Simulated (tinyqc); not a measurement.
Two channel transmissions from conductance and noise.

Problem. A contact has two spin-degenerate channels: G = (2 q^2/h)(T1 + T2), Fano factor F = [T1 (1 - T1) + T2 (1 - T2)]/(T1 + T2), T1 > T2. Find T1 and T2.

G in units of 2 q^2/h = 1.02
Fano factor = 0.47745098

Solution. With g = T1 + T2, T1^2 + T2^2 = g (1 - F), so (T1 - T2)^2 = 2 g (1 - F) - g^2.

T1 = 0.590
T2 = 0.430

Computed by the program tinyqc: `OMP_NUM_THREADS=1 python tinyqc.py 2740047 2740048 out.jsonl`, one thread of a shared Intel Xeon 2.30GHz, about 0.03 s for the whole run.
